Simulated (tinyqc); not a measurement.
From results back to parameters: exchange-split free-electron bands and tunnelling magnetoresistance. Five cases, with inputs chosen for the exercise.

Problem. The electron density n_up + n_dn and the polarisation of the density of states, P = (k_up - k_dn)/(k_up + k_dn), are given; EF and Dx are hidden.

Majority and minority bands E = c k^2/m -/+ Dx/2, c = hbar^2/2m0, so k_up = sqrt(m (EF + Dx/2)/c), k_dn = sqrt(m (EF - Dx/2)/c); n_s = k_s^3/(6 pi^2), D_s = m k_s/(4 pi^2 c).

Constants: hbar^2/2m0 = 3.80998211 eV angstrom^2.

Find: k_up, k_dn; EF; Dx.

Method. k_dn/k_up = (1 - P)/(1 + P); n then fixes k_up; EF is the mean and Dx the difference of the two kinetic energies.

Case 1.

Values chosen: m = 0.98 m0 (mass in the electrodes).
n = 0.0492106 1/angstrom^3
P = 0.246757

Solution.

k_up, k_dn (1/angstrom): 1.3366  0.8075

EF = 4.74 eV
Dx = 4.41 eV

Case 2.

Values chosen: m = 0.97 m0 (mass in the electrodes).
n = 0.0638589 1/angstrom^3
P = 0.226162

Solution.

k_up, k_dn (1/angstrom): 1.4458  0.9124

EF = 5.74 eV
Dx = 4.94 eV

Case 3.

Values chosen: m = 0.9 m0 (mass in the electrodes).
n = 0.0468384 1/angstrom^3
P = 0.534515

Solution.

k_up, k_dn (1/angstrom): 1.3922  0.4223

EF = 4.48 eV
Dx = 7.45 eV

Case 4.

Values chosen: m = 1.16 m0 (mass in the electrodes).
n = 0.0670746 1/angstrom^3
P = 0.454435

Solution.

k_up, k_dn (1/angstrom): 1.5568  0.5840

EF = 4.54 eV
Dx = 6.84 eV

Case 5.

Values chosen: m = 1.35 m0 (mass in the electrodes).
n = 0.0920902 1/angstrom^3
P = 0.239070

Solution.

k_up, k_dn (1/angstrom): 1.6421  1.0084

EF = 5.24 eV
Dx = 4.74 eV

Computed by tinyqc, one run a case: `OMP_NUM_THREADS=1 python tinyqc.py N N+1 out.jsonl` with N = 1651241, 1651247, 1651320, 1651362, 1651416; one thread of a shared Intel(R) Xeon(R) Processor @ 2.30GHz, about 0.01 s a run at most.
